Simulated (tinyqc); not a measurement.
Illuminated p-n diode, drift-diffusion by the Gummel loop with Scharfetter-Gummel fluxes: one step of the calculation.

Abrupt junction at x = 0, p side from -Lp, n side to Ln, ohmic contacts. psi is counted from the intrinsic level; n = ni exp((psi - phin)/Vt), p = ni exp((phip - psi)/Vt). Contacts: p side psi = V - Vt ln(Na/ni), p = Na, n = ni^2/Na; n side psi = Vt ln(Nd/ni), n = Nd, p = ni^2/Nd. Constant mobilities, D = mu Vt, Boltzmann statistics, SRH recombination through a mid-gap level, U = (n p - ni^2)/(tp (n + ni) + tn (p + ni)). Current is positive from the p contact to the n contact.

Problem. Recombination and current. U_i as defined. J = Jn at the p contact + Jp at the n contact + q sum w_i U_i - q G sum w_i over the inner nodes, which avoids differences of large majority fluxes: Jn = (q mun Vt/h_0)[n_1 B(d_0) - n_0 B(-d_0)], Jp = (q mup Vt/h_last)[p_(N-1) B(d_last) - p_N B(-d_last)], d_i = (psi_(i+1) - psi_i)/Vt, B(d) = d/(exp(d) - 1), w_i = (h_(i-1) + h_i)/2.

Inputs (values chosen for the exercise); band and dielectric values those of a made-up semiconductor:
- T = 275 K (temperature)
- mun = 1100 cm^2/(V s) (electron mobility)
- mup = 430 cm^2/(V s) (hole mobility)
- tn = 3e-8 s (SRH lifetime of electrons)
- tp = 1e-7 s (SRH lifetime of holes)
- G = 7e20 cm^-3 s^-1 (uniform generation rate)

Constants: q = 1.602176634e-19 C, kB = 1.380649e-23 J/K, Vt = kB T/q. Results are converted to the units shown.

```
node	x (nm)	converged psi (V)	converged n (cm^-3)	converged p (cm^-3)
0	-5000	-0.19067655	0.20715511	2e17
1	-1820	-0.19067553	7.4219235e11	2.0000074e17
2	-651	-0.19067528	3.5654297e11	2.0000036e17
3	-224	-0.19067497	1.2572959e11	1.9999815e17
4	-67.8	-0.19052096	2.9642340e10	1.9870268e17
5	-10.5	-0.17691774	2.5472550e9	1.1191927e17
6	10.5	-0.04831254	3.2008668e9	4.9207154e14
7	55.2	0.17406578	3.2154584e11	4.4354175e10
8	150	0.41993454	1.0106735e16	5.3004166e9
9	353	0.43593663	1.9854918e16	7.3203891e10
10	783	0.43610939	1.9999836e16	1.8427625e11
11	1700	0.43611066	2e16	2.0715511
```

ni = 2.0354612e8 cm^-3

Give: U; Jn at the p contact; Jp at the n contact; recombination; generation; J.

Solution.

U, node 0 to 11 (cm^-3 s^-1): 0  2.4739e19  1.1885e19  4.1910e18  9.8808e17  8.4908e16  1.0669e17  4.2558e17  5.3004e16  7.3204e17  1.8428e18  0
Jn at the p contact = 0.0097474 A/cm^2
Jp at the n contact = 0.0032807 A/cm^2
recombination = 0.0010594 A/cm^2
generation = 0.052168 A/cm^2
J = -0.038080 A/cm^2

Computed by the program tinyqc: `OMP_NUM_THREADS=1 python tinyqc.py 2240005 2240006 out.jsonl`, one thread of a shared Intel Xeon 2.30GHz, about 0.7 s for the whole run.
